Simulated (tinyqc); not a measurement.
Convergence with the plane-wave basis: k.p theory built from an empirical-pseudopotential calculation at Gamma.

Empirical pseudopotential on the fcc lattice, atoms at +/- tau, tau = a (1,1,1)/8, no spin-orbit coupling. H(G,G') = c (2 pi/a)^2 |k + G|^2 delta + VS(q) cos(q.tau) + i VA(q) sin(q.tau), q = G - G', c = hbar^2/2m0; k and G in units of 2 pi/a; VS at |q|^2 = 3, 8, 11 and VA at 3, 4, 11, in rydberg, zero elsewhere. The basis holds all G with |G|^2 up to a cut-off. Energies are counted from the fourth level at Gamma.

For a multiplet A of d_A states, W(B) = (4 c/(3 d_A)) sum over n in A, m in B and i = x, y, z of |<n|G_i|m>|^2 (G in 1/angstrom, <n|G_i|m> = sum_G c_n(G)* G_i c_m(G)); the mean inverse mass of A is 1 + sum_B W(B)/(E_A - E_B). Multiplets with W = 0 are left out.

Valence parameters: D(u) = c + 4 c^2 sum_m <n|u.G|m><m|u.G|n'>/(0 - E_m) on the valence triplet, in units of c, has eigenvalues L, M, M along [100] and (L + 2M + 2N)/3, (L + 2M - N)/3 twice along [111]; g1 = -(L + 2M)/3, g2 = -(L - M)/6, g3 = -N/6.

Constants: hbar^2/2m0 = 3.80998211 eV angstrom^2; Ry = 13.60569312 eV.

Inputs chosen for the exercise (out of a larger set: near those of Si; not measured data): a = 5.421 angstrom (lattice constant); VS = (-0.208, 0.041, 0.078) Ry (symmetric form factors); VA = (0, 0, 0) Ry (antisymmetric form factors).

E_s is the lowest empty singlet, Ep its W to the valence triplet, m its mass.

Results:
```
cut-off  plane waves  E_s (eV)  Ep (eV)  m (m0)    g1    g2    g3
8                 27     3.848    21.54  0.1521  4.53  0.41  1.58
11                51     3.920    21.41  0.1554  4.44  0.45  1.51
12                59     3.895    21.39  0.1546  4.58  0.42  1.55
16                65     3.895    21.39  0.1546  4.62  0.41  1.56
19                89     3.875    21.46  0.1536  4.60  0.43  1.55
20               113     3.843    21.50  0.1523  4.59  0.45  1.56
24               137     3.846    21.51  0.1523  4.60  0.44  1.56
```

Against the last row, E_s errs most, by +0.075 eV, at cut-off 11, and by -0.003 eV in the last row but one. Ep varies by 0.7 % over the table and m by 2.1 %: the mass, near E_s/Ep, inherits the errors of both. Local form factors fix the converged values only roughly. The gap is a difference of two levels, so it need not converge steadily, and here it does not.

tinyqc: `OMP_NUM_THREADS=1 python tinyqc.py 1050785 1050786 out.jsonl`; about 0.6 s, one thread, shared Intel(R) Xeon(R) Processor @ 2.30GHz.
